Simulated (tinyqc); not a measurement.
Plane-wave Kohn-Sham cycle with exchange-only LDA in a layered model solid, step by step. One step of it, computed by the program tinyqc.

Question. Iteration 2: levels at that k. Diagonalise the Hermitian matrix.

H (hartree):
```
,-2,-1,+0,+1,+2
-2,0.230746,-0.175248,-0.134899,0.000618,0.000918
-1,-0.175248,-0.085569,-0.175248,-0.134899,0.000618
+0,-0.134899,-0.175248,-0.171837,-0.175248,-0.134899
+1,0.000618,-0.134899,-0.175248,-0.028057,-0.175248
+2,0.000918,0.000618,-0.134899,-0.175248,0.345770
```

Give: eigenvalues.

Answer.

eigenvalues (hartree): -0.5143  -0.0248  0.0679  0.3307  0.4316
